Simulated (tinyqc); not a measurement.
Film and buried-oxide thickness from two coupling ratios.

Question. In a depleted film -dVT/dVb is k1 = Cs Cbox/(Cox (Cs + Cbox)) for a front channel and k2 = Cbox (Cox + Cs)/(Cox Cs) for a back channel, with Cox = eps0 eox/tox, Cs = eps0 eps_r/ts, Cbox = 3.9 eps0/tb. Find ts and tb.

Values chosen for this exercise; band and dielectric values close to those of In0.53Ga0.47As:
- eps_r = 13.9 (relative permittivity)
- eox = 7.46 (relative permittivity of the gate insulator (close to silicon nitride))
- tox = 9.4 nm (insulator thickness)

coupling ratios for a front and a back channel: 0.064721913  0.12280926

Solution. With y = Cox/Cs and z = Cox/Cbox, 1/k1 = y + z and k2 = (1 + y)/z, so y = (k2/k1 - 1)/(1 + k2); the thicknesses follow from y and z.

ts = 14.0 nm
tb = 72.0 nm

Computed by the program tinyqc: `OMP_NUM_THREADS=1 python tinyqc.py 2190057 2190058 out.jsonl`, one thread of a shared Intel Xeon 2.30GHz, about 0.3 s for the whole run.
